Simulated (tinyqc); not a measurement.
Biaxial strain: inversion layer as a triangular well, valleys of the Si type.

Six ellipsoidal valleys with their long axes along the cube axes, mass ml along the axis and mt across it. For a valley whose axis makes the angle theta with the surface normal, 1/m_z = cos^2(theta)/ml + sin^2(theta)/mt sets the confinement; in the plane the masses are m_1 = mt and m_2 = ml mt/m_z, and m_d = sqrt(m_1 m_2).

The field is taken as constant, e F = 4 pi (e^2/4 pi eps0)(Nd + eta Ns)/eps, with 1e12/cm^2 = 1e-4/angstrom^2, and the oxide as a hard wall at z = 0; c = hbar^2/2m0.

Level j of a valley lies at E_j = a_j (c (e F)^2/m_z)^(1/3) above the band edge at the surface, with the Airy zeros a_j = 2.338107, 4.087949, 5.520560, 6.786708, 7.944134, 9.022651, 10.040174, 11.008524, 11.936016, 12.828777, and has <z> = 2 E_j/(3 e F).

Subband i holds n_i = g m_d/(2 pi c) kB T ln(1 + exp((EF - E_i)/kB T)) (spin included), and EF is fixed by sum n_i = Ns over the levels listed or, where none are listed, over j = 0 to 9 of each group; 1e12/cm^2 = 1e-4/angstrom^2.

Constants: hbar^2/2m0 = 3.80998211 eV angstrom^2; e^2/(4 pi eps0) = 14.39964547 eV angstrom; kB = 8.617333262e-05 eV/K.

Parameters, chosen for this exercise (near those of Si; not measured data):
```
symbol  value                                unit         meaning
ml      0.903                                m0           longitudinal mass
mt      0.187                                m0           transverse mass
eps     11.5                                              dielectric constant
Nd      1.3                                  x 1e12/cm^2  depletion charge
eta     0.5                                               share of Ns in the effective field
face    100                                               surface
Ns      2.7                                  x 1e12/cm^2  electron sheet density
T       150                                  K            temperature
Xu      8.8                                  eV           uniaxial deformation potential
nu2     0.78                                              2 C12/C11
es      (-0.4, -0.2, 0, 0.2, 0.4, 0.8, 1.2)  %            biaxial strain in the plane
```

Strain e in the plane raises the four primed valleys against the two unprimed ones by D = Xu (1 + nu2) e; the field is kept. m_c averages 1/mt (unprimed) and (1/mt + 1/ml)/2 (primed) over the electrons.

Results:
```
e (%)  D (meV)  0' - 0 (meV)  unprimed share (%)  m_c (m0)  <z> (angstrom)
-0.4     -62.7           4.9                24.1    0.2674            23.9
-0.2     -31.3          36.2                70.5    0.2118            18.9
0.0        0.0          67.6                95.5    0.1904            16.2
0.2       31.3          98.9                99.6    0.1873            15.8
0.8      125.3         192.9               100.0    0.1870            15.7
1.2      188.0         255.5               100.0    0.1870            15.7
```

Give the missing row, e (%) = 0.4.

Computed row:
```
e (%)  D (meV)  0' - 0 (meV)  unprimed share (%)  m_c (m0)  <z> (angstrom)
0.4       62.7         130.2               100.0    0.1870            15.7
```

Without strain confinement alone splits the ladders by 68 meV and puts 96 % of the electrons into the two valleys that are light in the plane; under the largest tension the share is 100.0 %. m_c is 0.190 m0 without strain and 0.187 m0 there; moving all electrons can gain at most 2 % in 1/m_c. The ladders cross at e = -0.43 %, beyond the table.

Program tinyqc; command `OMP_NUM_THREADS=1 python tinyqc.py 1252377 1252378 out.jsonl`; about 0.02 s on one thread of a shared Intel(R) Xeon(R) Processor @ 2.30GHz.
